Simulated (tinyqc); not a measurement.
What each parameter does: two-dimensional electron gas with Rashba and Dresselhaus coupling.

H = c k^2/m + al (ky sx - kx sy) + b1 (kx sx - ky sy) + gam kx ky (kx sy - ky sx), s the Pauli matrices, x = [100], c = hbar^2/2m0, b1 = gam (pi/L)^2 (hard walls). H = c k^2/m + B.s, so E = c k^2/m -/+ |B| and the lower state has its spin along -B.

Constants: hbar^2/2m0 = 3.80998211 eV angstrom^2.

Parameters, chosen for this exercise (of the size met in GaAs; the results hold for these values, not for the real material): m = 0.0694 m0 (mass); al = 0.012 eV angstrom (Rashba constant); gam = 0 eV angstrom^3 (bulk Dresselhaus constant); L = 209 angstrom (width of the (001) well); n = 5.1 1e11/cm^2 (sheet density (one subband filled)).

Splittings 2|B| at k0 = sqrt(2 pi n) along [100], [110] and [-110], and E0 = c k0^2/m; 1e11/cm^2 = 1e-5/angstrom^2.

One parameter was then changed.

Results before and after:
```
case     [100] (meV)  [110] (meV)  [-110] (meV)  E0 (meV)
base          0.4296       0.4296        0.4296     17.59
changed       0.5262       0.5262        0.5262     26.39
```

Which of these changes was made? (a) n = 7.65 1e11/cm^2; (b) L = 229 angstrom; (c) al = 0.0144 eV angstrom; (d) m = 0.07634 m0; (e) gam = 3 eV angstrom^3.

Answer: (a) n = 7.65 1e11/cm^2. Of the candidates, run in turn, only this one gives the changed row.

All candidates:
```
case                     [100] (meV)  [110] (meV)  [-110] (meV)  E0 (meV)
base                          0.4296       0.4296        0.4296     17.59
m = 0.07634 m0                0.4296       0.4296        0.4296     15.99
al = 0.0144 eV angstrom       0.5155       0.5155        0.5155     17.59
gam = 3 eV angstrom^3         0.4303       0.4367        0.4226     17.59
L = 229 angstrom              0.4296       0.4296        0.4296     17.59
n = 7.65 1e11/cm^2            0.5262       0.5262        0.5262     26.39
```

Program tinyqc; command `OMP_NUM_THREADS=1 python tinyqc.py 1450649 1450650 out.jsonl`; about 0.01 s on one thread of a shared Intel(R) Xeon(R) Processor @ 2.30GHz.
